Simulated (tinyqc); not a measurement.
From results back to parameters: effective work function and flat-band voltage of a metal/high-k/SiO2/Si stack with a dipole layer. Three cases, with inputs chosen for the exercise.

Problem. Three stacks with (t1, t2) = (8, 20), (30, 20) and (8, 60) angstrom have the flat-band voltages below. VFB = W0 - (chi + dEF) - 4 pi e2 [Q1 EOT + Q2 x2]/3.9 with x2 = t2 3.9/eps2, EOT = t1 + x2, e2 = e^2/4 pi eps0, 1 cm^-2 = 1e-16 angstrom^-2; W0 is the work function with the dipole step.

Constants: e^2/(4 pi eps0) = 14.39964547 eV angstrom.

Find: Q1; Q2; W0.

Method. The first two stacks differ in t1 alone and give Q1; the first and third give Q1 + Q2; W0 follows from any of them.

Case 1.

Values chosen (out of a larger set: a stack on Si capped with a titanium-like oxide; not measured data): chi = 4.044 eV (electron affinity of the channel); dEF = 0.243 eV (Ec - EF in the channel); eps = (3.9, 25) (their dielectric constants).

VFB (V): 0.0196271  0.0431043  0.0456841

Solution.

Q1 = -2.3e+11 e/cm^2
Q2 = -6.7e+11 e/cm^2
W0 = 4.285 eV

Case 2.

Values chosen (out of a larger set: a stack on Si capped with a titanium-like oxide; not measured data): chi = 4.062 eV (electron affinity of the channel); dEF = 0.764 eV (Ec - EF in the channel); eps = (3.9, 17.8) (their dielectric constants).

VFB (V): -0.5637686  -0.6148061  -0.6369624

Solution.

Q1 = 5.0e+11 e/cm^2
Q2 = 1.3e+12 e/cm^2
W0 = 4.317 eV

Case 3.

Values chosen (out of a larger set: a stack on Si capped with a magnesium-like oxide; not measured data): chi = 4.06 eV (electron affinity of the channel); dEF = 0.392 eV (Ec - EF in the channel); eps = (3.9, 19.9) (their dielectric constants).

VFB (V): 0.1323646  0.0833686  0.1207256

Solution.

Q1 = 4.8e+11 e/cm^2
Q2 = -1.6e+11 e/cm^2
W0 = 4.608 eV

Computed by tinyqc, one run a case: `OMP_NUM_THREADS=1 python tinyqc.py N N+1 out.jsonl` with N = 1850618, 1850626, 1850628; one thread of a shared Intel(R) Xeon(R) Processor @ 2.30GHz, about 0.01 s a run at most.
